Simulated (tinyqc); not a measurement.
# Pillar capacitor in an array: capacitance, non-linearity, leakage and relaxation: several studies

A film between two metal electrodes, each interface adding a series capacitance ci. The small-signal permittivity is ek (1 + aq E^2); the field is found with the linear permittivity. Leakage J = J0 sinh(E/Ef). After a voltage step the film passes a relaxation current kr C V tt^(-nr), tt being the time in seconds. The sidewall is a coaxial capacitor with radii a = dm/2 and b = dm/2 + t, depth AR dm; the end face is left out.

Values chosen for this exercise; permittivity of the order of that of aluminium oxide: relative permittivity of the film ek = 9.3; film thickness t = 4.2 nm; capacitance of each electrode interface (dead layer and screening) ci = 210 uF/cm^2; quadratic field coefficient of the permittivity aq = 0.0043 cm^2/MV^2; bias V = 1.2 V; exponent of the relaxation current nr = 0.959; strength of the relaxation kr = 0.00024; leakage prefactor J0 = 4.1e-11 A/cm^2; field for an e-fold rise of the leakage Ef = 0.46 MV/cm; aspect ratio, depth over diameter AR = 30; pitch of the square array pt = 83 nm; resistivity of the inner electrode rho = 380 uohm cm; duration of the write pulse t0 = 1e-8 s.

Constants: eps0 = 8.8541878128e-14 F/cm where lengths are in cm. Results are converted to the units shown.

Each table varies one quantity; the others keep the values above.

## Capacitance, non-linearity and leakage against thickness

Planar film: Cf = eps0 ek/t, 1/C = 1/Cf + 2/ci, EOT = 3.9 eps0/C, effective permittivity C t/eps0, E = (V/t) C/Cf; quadratic coefficient [C(V)/C - 1]/V^2 with Cf (1 + aq E^2) in C(V).

Result of one run:

| t (nm) | C (uF/cm^2) | EOT (nm) | effective permittivity | E (MV/cm) | quadratic coefficient (ppm/V^2) | J (A/cm^2) |
|---|---|---|---|---|---|---|
| 8.2 | 0.9947 | 3.472 | 9.212 | 1.450 | 6214 | 4.781e-10 |

What becomes of these results when the film thickness t is changed from 8.2 to 12 nm, all else the same?

Result of the changed run:

| t (nm) | C (uF/cm^2) | EOT (nm) | effective permittivity | E (MV/cm) | quadratic coefficient (ppm/V^2) | J (A/cm^2) |
|---|---|---|---|---|---|---|
| 12 | 0.6817 | 5.065 | 9.240 | 0.9935 | 2928 | 1.754e-10 |

The whole series:

| t (nm) | C (uF/cm^2) | EOT (nm) | effective permittivity | E (MV/cm) | quadratic coefficient (ppm/V^2) | J (A/cm^2) |
|---|---|---|---|---|---|---|
| 2.5 | 3.194 | 1.081 | 9.017 | 4.654 | 6.253e4 | 5.078e-7 |
| 3.7 | 2.179 | 1.584 | 9.107 | 3.176 | 2.947e4 | 2.043e-8 |
| 5.5 | 1.476 | 2.339 | 9.169 | 2.151 | 1.362e4 | 2.201e-9 |
| 8.2 | 0.9947 | 3.472 | 9.212 | 1.450 | 6214 | 4.781e-10 |
| 12 | 0.6817 | 5.065 | 9.240 | 0.9935 | 2928 | 1.754e-10 |
| 18 | 0.4555 | 7.581 | 9.260 | 0.6638 | 1310 | 8.194e-11 |
| 27 | 0.3041 | 11.36 | 9.273 | 0.4432 | 584.7 | 4.590e-11 |
| 40 | 0.2055 | 16.81 | 9.282 | 0.2994 | 267.2 | 2.861e-11 |
| 60 | 0.1371 | 25.19 | 9.288 | 0.1997 | 119.0 | 1.837e-11 |

C falls from 3.19 to 0.137 uF/cm^2 while the effective permittivity goes from 9.02 to 9.29 (ek = 9.3). EOT is a straight line in t with slope 3.9/ek = 0.419 and intercept 0.0329 nm. The quadratic coefficient goes as t^(-1.92) between the first two rows and t^(-2.00) between the last two (-2 without interfaces), and J falls by 4.44 decades. For t = 2.5, 3.7 direct tunnelling, left out, would add to the leakage.

## Cell against the diameter of the pillar

Per length 1/c = ln(b/a)/(2 pi eps0 ek) + (1/a + 1/b)/(2 pi ci); cell capacitance c AR dm; per footprint over pt^2; fields c V/(2 pi eps0 ek r) at r = a and b; resistance of the inner electrode rho AR dm/(pi a^2); time constant R C/3 of the distributed line. The pitch is scaled as pt dm/(37 nm).

Results:

| dm (nm) | cell capacitance (fF) | per footprint (uF/cm^2) | field at a (MV/cm) | field at b (MV/cm) | R (kohm) | R C/3 (ps) |
|---|---|---|---|---|---|---|
| 15 | 0.5137 | 45.37 | 3.530 | 2.263 | 9.677 | 1.657 |
| 20 | 0.8687 | 43.16 | 3.358 | 2.365 | 7.257 | 2.102 |
| 26 | 1.415 | 41.59 | 3.236 | 2.446 | 5.583 | 2.633 |
| 35 | 2.479 | 40.21 | 3.129 | 2.523 | 4.147 | 3.427 |
| 47 | 4.355 | 39.18 | 3.048 | 2.586 | 3.088 | 4.483 |
| 84 | 13.43 | 37.82 | 2.943 | 2.675 | 1.728 | 7.735 |

Estimate the missing row, dm = 63 nm.

Computed row:

| dm (nm) | cell capacitance (fF) | per footprint (uF/cm^2) | field at a (MV/cm) | field at b (MV/cm) | R (kohm) | R C/3 (ps) |
|---|---|---|---|---|---|---|
| 63 | 7.669 | 38.40 | 2.988 | 2.636 | 2.304 | 5.890 |

With this row back in the table: As dm goes from 15 to 84, the cell capacitance rises from 0.514 to 13.4 fF, the capacitance per footprint falls from 45.4 to 37.8 uF/cm^2, the ratio of the two fields falls from 1.56 to 1.10 and R C/3 rises from 1.66 to 7.73 ps; the time constant goes as dm^(0.83) between the first two rows and dm^(0.95) between the last two.

## Charge lost after writing

Planar film: Cf = eps0 ek/t, 1/C = 1/Cf + 2/ci, EOT = 3.9 eps0/C, effective permittivity C t/eps0, E = (V/t) C/Cf. A capacitor written for t0 and then left open loses, as a share of C V, kr (tt^(1 - nr) - t0^(1 - nr))/(1 - nr) by relaxation and J tt/(C V) by leakage; both are taken as small, and rows far outside that range are left out.

The same in every row: leakage current (nA/cm^2) = 9.116.

Charge lost after writing:

| tt (s) | relaxation current (nA/cm^2) | loss by relaxation (%) | loss by leakage (%) | total loss (%) |
|---|---|---|---|---|
| 1e-6 | 3.146e5 | 0.05716 | 3.947e-7 | 0.05716 |
| 1e-5 | 3.457e4 | 0.09005 | 3.947e-6 | 0.09006 |
| 0.0001 | 3800 | 0.1262 | 3.947e-5 | 0.1262 |
| 0.001 | 417.6 | 0.1659 | 3.947e-4 | 0.1663 |
| 0.01 | 45.89 | 0.2096 | 0.003947 | 0.2135 |
| 0.1 | 5.044 | 0.2576 | 0.03947 | 0.2970 |
| 1 | 0.5543 | 0.3103 | 0.3947 | 0.7050 |
| 10 | 0.06092 | 0.3683 | 3.947 | 4.315 |

The two currents are equal at tt = 0.0539 s. The loss by relaxation grows from 0.0572 to 0.368 %, by 0.0329 points over the first decade and 0.0580 over the last, while the loss by leakage grows tenfold a decade. Leakage is the larger loss for tt = 1, 10 s. For tt = 10 the falling voltage would already cut the leakage, so the linear estimate overstates the loss.

tinyqc, about 0.01 s, one thread, Intel Xeon 2.30GHz (shared host): `OMP_NUM_THREADS=1 python tinyqc.py 2102040 2102041 out.jsonl`
